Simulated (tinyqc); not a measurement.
MP2 on RHF in the 6-31g basis, for H3+, spin multiplicity 1, step by step. One step of it, computed by the program tinyqc.

Task: Second-order Moller-Plesset energy. E2 = sum_ijab (ia|jb) [2 (ia|jb) - (ib|ja)] / (e_i + e_j - e_a - e_b) over occupied i, j and virtual a, b; the opposite-spin part is (ia|jb)^2 / denominator, the rest is same-spin, and SCS-MP2 scales them by 6/5 and 1/3.

orbital energies (hartree): MO1 -1.083043, MO2 -0.353628, MO3 0.015059, MO4 0.506976, MO5 0.595829, MO6 1.030256

Two-electron integrals over orbitals (pq|rs), unique and non-zero (hartree):
```
(11|11) 0.633697    (21|21) 0.121303    (22|11) 0.477305    (22|22) 0.459728
(31|11) 0.094563    (31|22) 0.010869    (31|31) 0.050586    (32|21) -0.070893
(32|32) 0.079867    (33|11) 0.378904    (33|22) 0.359625    (33|31) 0.011912
(33|33) 0.337736    (41|11) -0.099089   (41|22) -0.072362   (41|31) -0.017601
(41|33) -0.039442   (41|41) 0.059098    (42|21) -0.056618   (42|32) 0.026661
(42|42) 0.043721    (43|11) -0.009306   (43|22) 0.011683    (43|31) -0.012647
(43|33) 0.001150    (43|41) 0.005775    (43|43) 0.009729    (44|11) 0.481004
(44|22) 0.404069    (44|31) 0.046465    (44|33) 0.322607    (44|41) -0.048840
(44|43) 0.004267    (44|44) 0.421850    (51|21) -0.073666   (51|32) 0.024861
(51|42) 0.049326    (51|51) 0.062510    (52|11) -0.133245   (52|22) -0.109519
(52|31) -0.015529   (52|33) -0.036334   (52|41) 0.056583    (52|43) -0.006889
(52|44) -0.092072   (52|52) 0.089262    (53|21) -0.026242   (53|32) 0.042253
(53|42) -0.001092   (53|51) -0.001733   (53|53) 0.040564    (54|21) 0.096404
(54|32) -0.053239   (54|42) -0.051646   (54|51) -0.065627   (54|53) -0.015935
(54|54) 0.087682    (55|11) 0.450323    (55|22) 0.433691    (55|31) 0.011370
(55|33) 0.337967    (55|41) -0.077104   (55|43) 0.009619    (55|44) 0.389949
(55|52) -0.114032   (55|55) 0.431768    (61|11) -0.078451   (61|22) 0.026142
(61|31) -0.063235   (61|33) -0.017929   (61|41) 0.014623    (61|43) 0.025950
(61|44) -0.017090   (61|52) -0.020689   (61|55) 0.031516    (61|61) 0.114462
(62|21) 0.079341    (62|32) -0.038809   (62|42) -0.049484   (62|51) -0.059528
(62|53) 0.003234    (62|54) 0.071426    (62|62) 0.071569    (63|11) -0.147187
(63|22) -0.073264   (63|31) -0.045060   (63|33) -0.039526   (63|41) 0.042871
(63|43) 0.008554    (63|44) -0.086708   (63|52) 0.050176    (63|55) -0.064148
(63|61) 0.048881    (63|63) 0.069457    (64|11) 0.015625    (64|22) -0.047020
(64|31) 0.037099    (64|33) -0.005371   (64|41) 0.012084    (64|43) -0.017671
(64|44) -0.004902   (64|52) 0.037335    (64|55) -0.055275   (64|61) -0.075507
(64|63) -0.018796   (64|64) 0.063218    (65|21) -0.103239   (65|32) 0.071216
(65|42) 0.060540    (65|51) 0.069419    (65|53) 0.024210    (65|54) -0.093500
(65|62) -0.078773   (65|65) 0.113074    (66|11) 0.618071    (66|22) 0.473366
(66|31) 0.089540    (66|33) 0.385381    (66|41) -0.124499   (66|43) -0.014719
(66|44) 0.467704    (66|52) -0.138987   (66|55) 0.458092    (66|61) -0.090179
(66|63) -0.154861   (66|64) 0.015714    (66|66) 0.653386
```

Hartree-Fock energy = -1.21920695 hartree

Give: Terms; Pair energies; MP2 correlation energy; SCS-MP2 correlation energy; MP2 total energy.

Result:

Terms:
```
i  j  a  b  (ia|jb)  (ib|ja)  denominator       term
1  1  2  2    0.121    0.121       -1.459     -0.010
1  1  6  6    0.114    0.114       -4.227  -3.10e-03
1  1  5  2   -0.074   -0.074       -2.408  -2.25e-03
1  1  2  5   -0.074   -0.074       -2.408  -2.25e-03
1  1  6  3   -0.063   -0.063       -3.211  -1.25e-03
1  1  3  6   -0.063   -0.063       -3.211  -1.25e-03
1  1  3  3    0.051    0.051       -2.196  -1.17e-03
1  1  5  5    0.063    0.063       -3.358  -1.16e-03
1  1  4  4    0.059    0.059       -3.180  -1.10e-03
1  1  4  3   -0.018   -0.018       -2.688  -1.15e-04
1  1  3  4   -0.018   -0.018       -2.688  -1.15e-04
1  1  4  6    0.015    0.015       -3.703  -5.77e-05
1  1  6  4    0.015    0.015       -3.703  -5.77e-05
```

Pair energies (hartree; pair i-j sums ij and ji):
```
pair  opposite spin  same spin
1-1          -0.024          0
```

MP2 correlation energy = -0.02396 hartree

SCS-MP2 correlation energy = -0.02875 hartree

MP2 total energy = -1.24316 hartree
